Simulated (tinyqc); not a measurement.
Switching kinetics of a ferroelectric film and the memory window of a ferroelectric gate stack: one step, computed by the program tinyqc.

Fields in MV/cm; 1 microcoulomb/cm^2 over eps_0 is 11.29409 MV/cm. In the stack (metal, ferroelectric, interlayer, channel) the channel is taken as a conductor.

Question. The hysteresis loop. Saturated branches: P(E) = P_s tanh[(E -/+ E_c)/(2 delta)], delta = E_c/ln[(1 + P_r/P_s)/(1 - P_r/P_s)]; D = P + eps_0 eps_F E.

Inputs (values chosen for the exercise, for a model hafnia-based film):
```
quantity                                 value               unit
saturation polarisation P_s                 14  microcoulomb/cm^2
ratio P_r/P_s                             0.72                  -
coercive field E_c                        0.72              MV/cm
permittivity of the ferroelectric eps_F     23                  -
```

Give: delta; P on both branches (microcoulomb/cm^2) at E/E_c = -3, -2, -1, -0.5, 0, 0.5, 1, 1.5, 2, 3; peak differential permittivity eps_F + P_s/(2 delta eps_0).

Answer.

delta = 0.3966 MV/cm

P on both branches (microcoulomb/cm^2) at E/E_c = -3, -2, -1, -0.5, 0, 0.5, 1, 1.5, 2, 3:
```
E (MV/cm)  rising branch  falling branch
-2.16             -13.98          -13.28
-1.44             -13.88          -10.08
-0.72             -13.28            0.00
-0.36             -12.27            5.95
0.00              -10.08           10.08
0.36               -5.95           12.27
0.72                0.00           13.28
1.08                5.95           13.70
1.44               10.08           13.88
2.16               13.28           13.98
```

peak differential permittivity eps_F + P_s/(2 delta eps_0) = 222.3
